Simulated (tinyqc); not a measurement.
What each parameter does: dielectric confinement in a thin film (image charges).

A film |z| < t/2 of dielectric constant eps between half-spaces of dielectric constant e2; lam = (eps - e2)/(eps + e2), q = e^2/(4 pi eps0). The self-energy of a band edge is taken with the high-frequency value, e2 = eh, and the field of a fixed ion with the static one, e2 = eo. A charge at z has images lam^|n| at n t + (-1)^n z. Its self-energy is S(z) = (q/2 eps) sum over n >= 1 of lam^n [1/(n t - 2z) + 1/(n t + 2z)] for odd n and 2 lam^n/(n t) for even n; at the centre S(0) = -(q/(eps t)) ln(1 - lam).

Donor at the centre, lam from the static eo, trial function cos(pi z/t) exp(-rho/l): E(l) = c/(m l^2) - (q/eps) times the integral over k of F(k t) (1 + (k l/2)^2)^(-3/2), with F(x) = F0 + 2 lam exp(-x) G/(1 - lam exp(-x)), F0 = 2[(1 - exp(-x/2))/x + x (1 + exp(-x/2))/(x^2 + 4 pi^2)], G = 2 sinh(x/2)[1/x - x/(x^2 + 4 pi^2)]; c = hbar^2/2m0. The binding energy is -E at the minimum, counted from the subband edge with its self-energy.

Constants: e^2/(4 pi eps0) = 14.39964547 eV angstrom; hbar^2/2m0 = 3.80998211 eV angstrom^2; Ry = 13.60569312 eV.

Values chosen for the exercise (near those of a Ge film between layers of SiO2; shifted at random, so the results belong to these values and not to a real crystal):
- t = 38 angstrom (film thickness)
- eps = 15.8 (dielectric constant of the film)
- eh = 2 (high-frequency dielectric constant outside)
- eo = 3.9 (static dielectric constant outside)
- m = 0.15 m0 (mass in the plane)

<S> is the mean over (2/t) cos^2(pi z/t).

One parameter was then changed.

Results before and after:

| case | lam from eh | <S> (meV) | binding (meV) | l (angstrom) |
|---|---|---|---|---|
| base | 0.775 | 39.9 | 57.3 | 34.0 |
| changed | 0.775 | 39.9 | 61.4 | 30.4 |

Which of these changes was made? (a) m = 0.18 m0; (b) t = 48 angstrom; (c) eh = 2.6; (d) eps = 14.2; (e) eo = 5.5.

Answer: (a) m = 0.18 m0. Of the candidates, run in turn, only this one gives the changed row.

All candidates:

| case | lam from eh | <S> (meV) | binding (meV) | l (angstrom) |
|---|---|---|---|---|
| base | 0.775 | 39.9 | 57.3 | 34.0 |
| t = 48 angstrom | 0.775 | 31.6 | 49.6 | 37.2 |
| eps = 14.2 | 0.753 | 41.8 | 62.4 | 32.1 |
| eo = 5.5 | 0.775 | 39.9 | 46.3 | 35.2 |
| eh = 2.6 | 0.717 | 34.1 | 57.3 | 34.0 |
| m = 0.18 m0 | 0.775 | 39.9 | 61.4 | 30.4 |

tinyqc: `OMP_NUM_THREADS=1 python tinyqc.py 1281233 1281234 out.jsonl`; about 0.04 s, one thread, shared Intel(R) Xeon(R) Processor @ 2.30GHz.
